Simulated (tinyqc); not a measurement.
## Bulk resistivity and mean free path from two films

Inverse problem. In the thick-film limit single-crystal films obey rho = rho0 (1 + 3 (1 - ps) lam/(8 d)). Find rho0, lam and the product rho0 lam.

Values chosen for this exercise: specular share of surface scattering ps = 0.

rho at d = 91 and 250 nm (uohm cm): [2.0084780, 1.8250060]

Solution. rho is a straight line in 1/d: the intercept is rho0 and the slope (3/8)(1 - ps) rho0 lam. Without ps only the product (1 - ps) lam could be found.

rho0 = 1.720 uohm cm
lam = 40.70 nm
rho0 lam = 70.00 uohm cm nm

Numbers from tinyqc (`OMP_NUM_THREADS=1 python tinyqc.py 2100080 2100081 out.jsonl`; about 0.01 s on one thread of a shared Intel Xeon 2.30GHz).
